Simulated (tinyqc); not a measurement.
## Radius, Mott density and mass from the binding energy

Inverse problem. A donor has the isolated binding energy E0 = cc Ry, Ry = (m0 q^3/(8 eps0^2 h^2)) me/eps_r^2 in eV, radius a = q/(8 pi eps0 eps_r E0) and Mott density (0.26/a)^3. Find a, the Mott density and me.

Inputs (values chosen for the exercise): relative permittivity eps_r = 16.2; ratio of the true binding energy to the hydrogenic one cc = 1.

Constants: q = 1.602176634e-19 C, eps0 = 8.8541878128e-12 F/m, h = 6.62607015e-34 J s, m0 = 9.1093837015e-31 kg. Results are converted to the units shown.

E0 = 6.2211674 meV

Solution. Each follows directly from E0.

a = 7.14 nm
Mott density = 4.82e16 cm^-3
me = 0.120 m0

Program tinyqc, `OMP_NUM_THREADS=1 python tinyqc.py 2330004 2330005 out.jsonl`; Intel Xeon 2.30GHz, shared host, one thread, about 0.02 s.
